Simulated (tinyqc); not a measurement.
Inside a calculation. Model: deep trap from a strong local potential in a two-band host (Koster-Slater model with semi-elliptic bands). Computed by tinyqc, a small Python program that keeps every step. Command: `OMP_NUM_THREADS=1 python tinyqc.py 3007145 3007146 out.jsonl deeptrap walk`. One thread of a shared host (Intel(R) Xeon(R) Processor @ 2.30GHz), about 0.02 s of CPU time with the checks. Intermediate numbers are printed to about 7 digits and carried at full precision; extremes and crossings named in words are read from the listed rows.

The valence band spans -2 W_v to 0 and the conduction band E_g to E_g + 2 W_c. The orbital at the impurity site has weight f_v in the valence band and 1 - f_v in the conduction band, each spread as a semi-ellipse (2/(pi W^2)) sqrt(W^2 - x^2) about the band centre. The impurity adds U to this orbital. Spin is left out.

Inputs (values chosen for the exercise, for a model semiconductor): gap E_g = 1.46 eV; half-width of the valence band W_v = 3.2 eV; half-width of the conduction band W_c = 5.7 eV; valence weight f_v of the site orbital = 0.46; impurity potential U = 18.9 eV; levels per band n = 4; trial energy E = 0.774 eV.

Impurity: repulsive, acceptor-like.

## Green function at the trial energy

In the gap G(E) = f_v (2/W_v^2)[x - sqrt(x^2 - W_v^2)] - (1 - f_v)(2/W_c^2)[y - sqrt(y^2 - W_c^2)], x = E + W_v, y = E_g + W_c - E. The potential that would put a level at E is U = 1/G(E).

valence part = 0.1453302 1/eV

conduction part = -0.1165626 1/eV

G(E) = 0.02876762 1/eV

potential needed = 34.76131 eV

## Thresholds and the vacancy level

G falls across the gap from G(0) to G(E_g). A repulsive U binds if U > 1/G(0), an attractive one if U < 1/G(E_g); the vacancy level (U infinite) solves G(E) = 0 (bisection).

G(0) = 0.1935304 1/eV

G(E_g) = -0.07515340 1/eV

repulsive threshold = 5.167146 eV

attractive threshold = -13.30612 eV

vacancy level = 1.055646 eV

## The trap level

The trap level solves G(E) = 1/U (bisection). With D = -dG/dE = D_v + D_c, D_v = f_v (2/W_v^2)[x/sqrt(x^2 - W_v^2) - 1] and D_c = (1 - f_v)(2/W_c^2)[y/sqrt(y^2 - W_c^2) - 1], the weight on the impurity orbital is 1/(U^2 D) and the conduction-band character is D_c/D.

trap level E_t = 0.5489703 eV

weight on the impurity orbital = 0.02434641

conduction-band character = 0.2815846

depth below the conduction band = 0.9110297 eV

The level comes up from the valence band and has covered 52 % of the way to the vacancy level, which it can never pass; 98 % of the state lies on host orbitals.

## The same problem as a small matrix

Each band is replaced by n levels e_k = centre + W cos(k pi/(n + 1)) with weights w_k = f (2/(n + 1)) sin^2(k pi/(n + 1)), k = 1..n (valence first); H_kl = e_k delta_kl + U sqrt(w_k w_l).

host levels e_k (eV): [-0.61115, -2.21115, -4.18885, -5.78885, 11.77140, 8.92140, 5.39860, 2.54860]

weights w_k: [0.0635704, 0.1664296, 0.1664296, 0.0635704, 0.0746262, 0.1953738, 0.1953738, 0.0746262]

H (eV):
$$\begin{pmatrix}
0.59034 & 1.94404 & 1.94404 & 1.20148 & 1.30177 & 2.10631 & 2.10631 & 1.30177 \\
1.94404 & 0.93437 & 3.14552 & 1.94404 & 2.10631 & 3.40808 & 3.40808 & 2.10631 \\
1.94404 & 3.14552 & -1.04334 & 1.94404 & 2.10631 & 3.40808 & 3.40808 & 2.10631 \\
1.20148 & 1.94404 & 1.94404 & -4.58737 & 1.30177 & 2.10631 & 2.10631 & 1.30177 \\
1.30177 & 2.10631 & 2.10631 & 1.30177 & 13.18183 & 2.28213 & 2.28213 & 1.41043 \\
2.10631 & 3.40808 & 3.40808 & 2.10631 & 2.28213 & 12.61396 & 3.69257 & 2.28213 \\
2.10631 & 3.40808 & 3.40808 & 2.10631 & 2.28213 & 3.69257 & 9.09117 & 2.28213 \\
1.30177 & 2.10631 & 2.10631 & 1.30177 & 1.41043 & 2.28213 & 2.28213 & 3.95904
\end{pmatrix}$$

## Levels of the small matrix

Diagonalise H (2n rows). The trap level, between the highest valence and the lowest conduction e_k, is number n + 1 from below for an attractive impurity and number n for a repulsive one.

levels (eV): [-5.56290, -3.47770, -1.20344, 0.54668, 3.23032, 7.10630, 11.10549, 22.99526]

trap level of the matrix = 0.5466794 eV

It misses the Green-function level by -0.0023 eV. The lone level at 23.00 eV is the split-off partner, which holds a large part of the impurity orbital.

## Chemical trend: level against potential

U is 1.05, 1.2, 1.5, 2, 3, 5, 10 and 30 times the threshold, rounded to three digits; the largest values are formal and only show the vacancy limit.

Trend:
```
U (eV)   E_t (eV)  weight on the impurity  conduction character  E_t - vacancy level (eV)
5.43    0.0017418              0.01276939             0.0081738                 -1.053904
6.20    0.0219517              0.03699924             0.0312634                 -1.033694
7.75    0.0960932              0.05405520             0.0747924                 -0.959553
10.30   0.2342876              0.05152936             0.1382028                 -0.821358
15.50   0.4524678              0.03294583             0.2360367                 -0.603178
25.80   0.6777051              0.01420121             0.3455847                 -0.377941
51.70   0.8669907              0.00370691             0.4478394                 -0.188655
155.00  0.9938739              0.00040386             0.5230904                 -0.061772
```

dE_t/dU equals the weight on the impurity, which peaks at 0.054 (U = 7.75 eV) and falls to 4.0e-4 in the last row, so beyond the peak each further eV of potential moves the level less. The level nears the vacancy level, 1.056 eV, as 1/U: it is 0.189 eV away at 10 times the threshold and 0.062 eV at 30 times, and the state is then host-like.

## Opening the gap, as alloying or pressure does

The conduction band is shifted rigidly; widths, weights and U stay.

Against the gap:
```
E_g (eV)   E_t (eV)  depth below E_c (eV)  conduction character
0.730     0.3288804              0.401120             0.3272696
0.949     0.3985013              0.550499             0.3094747
1.170     0.4653266              0.704673             0.2958103
1.310     0.5062208              0.803779             0.2885367
1.460     0.5489703              0.911030             0.2815846
1.680     0.6099048              1.070095             0.2725676
1.900     0.6689766              1.231023             0.2645987
2.340     0.7822849              1.557715             0.2508487
```

As the conduction band moves up by 1.610 eV the level follows by 0.453 eV, a mean slope of 0.28; the local slope is the conduction character. A shallow donor would follow with slope 1 and a shallow acceptor with slope 0.

Checks made by the program: closed form against a 4000-point quadrature of the densities of states (relative difference below 1e-10); 200 levels per band against the Green function (relative difference below 1e-10).
